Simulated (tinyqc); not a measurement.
# Gap and mass from two generation rates

Problem. In the two-band model the band-to-band tunnelling rate in a uniform field is G = A F^2 exp(-B/F), with B = pi sqrt(m/C) Eg^1.5/4 (V/nm), A = 1e21 (2 q/h) m Eg/(16 pi C B) for G in cm^-3 s^-1 and F in V/nm, C = hbar^2/(2 m0). Find B, A, Eg and m.

Constants: q = 1.602176634e-19 C, hbar = 1.054571817e-34 J s, h = 6.62607015e-34 J s, m0 = 9.1093837015e-31 kg, hbar^2/(2 m0) = 0.0380998212 eV nm^2. Results are converted to the units shown.

G at F = 0.044 and 0.081 V/nm (cm^-3 s^-1): 4.1942301e25  6.9140634e28

Answer. The slope of ln(G/F^2) against 1/F is -B and the intercept gives A. The product A B fixes m Eg, and B = (pi/4) Eg sqrt(m Eg/C) then gives Eg.

B = 0.5960 V/nm
A = 1.652e34 cm^-3 s^-1 (V/nm)^-2
Eg = 0.7500 eV
m = 0.05200 m0

Program tinyqc, `OMP_NUM_THREADS=1 python tinyqc.py 2620088 2620089 out.jsonl`; Intel Xeon 2.30GHz, shared host, one thread, about 0.01 s.
